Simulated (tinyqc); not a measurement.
Rutherford backscattering from a thin compound film on silicon: kinematics, yields, composition and thickness: one step, computed by the program tinyqc. Command: `OMP_NUM_THREADS=1 python tinyqc.py 3005133 3005134 out.jsonl rbs walk`. One thread of a shared host (Intel(R) Xeon(R) Processor @ 2.30GHz), about 0.01 s of CPU time with the checks.

Singly charged helium ions (Z1 = 2, M1 = 4.0026 u) enter at the tilt angle a1 to the normal and leave at a2 = |180 - theta - tilt| in the same plane. The film is A B_x.

Problem. Yields. Rutherford cross section in the laboratory frame: sigma = (Z1 Z e^2/(4 pi eps_0 4E))^2 (4/sin^4 theta) (r + cos theta)^2/r, r = sqrt(1 - (M1 sin theta/M)^2), times the screening factor 1 - 0.049 Z1 Z^(4/3)/E (E in keV); 1 angstrom^2 = 1e8 barn. Counts = (charge/e) x solid angle x sigma(E_mean) x areal density of the element/cos a1, E_mean = E0 - half the energy lost on the way in; 1 barn = 1e-24 cm^2. The ratio of areas returns x = (Y_B/Y_A)(sigma_A/sigma_B), with the counting error sqrt(1/Y_A + 1/Y_B).

Inputs (values chosen for the exercise, modelled on a helium beam on NiSi):
```
quantity                     value          unit
beam energy E0                 2.2           MeV
scattering angle theta         150       degrees
tilt of the sample              60       degrees
heavy element: Z_A              28             -
heavy element: mass M_A       58.7             u
light element: Z_B              14             -
light element: mass M_B      28.09             u
atoms of B per atom of A, x  0.906             -
collected charge               6.8  microcoulomb
detector solid angle           3.4           msr
```

energy lost on the way in = 12.33651 keV

areal density N d = 104.52 1e15 atoms/cm^2

Constants: e^2/(4 pi eps_0) = 14.39964548 eV angstrom; e = 1.602176634e-19 C.

Give: cross sections; counts; ratio of areas Y_B/Y_A; counting error of x without background.

Solution.

cross sections (barn/sr): A 0.95852, B 0.23363

counts: A 15170, B 3350

ratio of areas Y_B/Y_A = 0.22083

counting error of x without background = 1.9090 %

The cross sections differ by 4.1, near (Z_A/Z_B)^2 = 4.0. The silicon signal of the film runs into that of the substrate and appears as a step, not a peak. Caution: the silicon signal of the film merges with that of the substrate, so only the width of A can be read directly. Caution: film and substrate silicon overlap, so Y_B must be separated by a fit.
